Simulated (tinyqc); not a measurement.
What the corrections do to the levels: formation energy of a charged point defect from supercell energies. Computed by tinyqc, a small Python program. Command: `OMP_NUM_THREADS=1 python tinyqc.py 3022614 3022615 out.jsonl formation walk`. One thread of a shared host (Intel(R) Xeon(R) Processor @ 2.30GHz), about 0.01 s of CPU time with the checks.

The host is a compound AB. Making the defect adds n_A = -1, n_B = 0 atoms to the cell. All total energies are inputs. E_F is counted from the valence-band maximum (VBM); x = 0 is A-rich and x = 1 B-rich growth.

Inputs (values chosen for the exercise, for a model compound AB): E_VBM of the host cell = 1.736 eV; potential alignment dV = 0.072 eV; dielectric constant eps = 7.13; cell length L = 11.6 angstrom; mu_A of the pure element = -3.313 eV; formation enthalpy dH of AB = -5 eV; growth condition x = 0.13.

Defect: vacancy of A. Supercell lattice: bcc.

charge states q: [1, 0, -1]

E(defect, q) - E(host), in the order of q (eV): [3.218, 9.049, 12.012]

Constants: e^2/(4 pi eps_0) = 14.39964548 eV angstrom.

Method:
- dmu_A = x dH and dmu_B = (1 - x) dH, so that dmu_A + dmu_B = dH; mu = mu(element) + dmu.
- The reservoir term is sum n_i mu_i.
- Image-charge correction of a point charge in a neutralising background: E_corr = q^2 alpha e^2/(4 pi eps_0) / (2 eps L), alpha = 2.888462 for a bcc array with L the cube root of the volume.
- E_f(q, E_F) = [E(defect, q) - E(host)] - sum n_i mu_i + q (E_VBM + dV + E_F) + E_corr(q).
- Levels eps(q/q-1) with the terms q dV and E_corr left out or kept.

E_f(q, 0) (eV): (q=+1) 1.31444, (q=0) 5.08600, (q=-1) 6.49244

E_corr (eV): (q=+1) 0.251444, (q=0) 0.000000, (q=-1) 0.251444

Levels above the VBM (eV):
```
level     raw  with alignment  with image charge  with both
(+1/0)  4.095           4.023             3.8436     3.7716
(0/-1)  1.227           1.155             1.4784     1.4064
```

What does the comparison show, and why?

Alignment moves every level by -dV = -0.072 eV. The image term moves eps(q/q-1) by (1 - 2q) E_corr(1): (+1/0) by -0.251, (0/-1) by +0.251 eV, donor levels down and acceptor levels up. It adds 2 E_corr(1) = 0.503 eV to every U.

Extremes, crossings and ranges named in words are read from the listed rows.
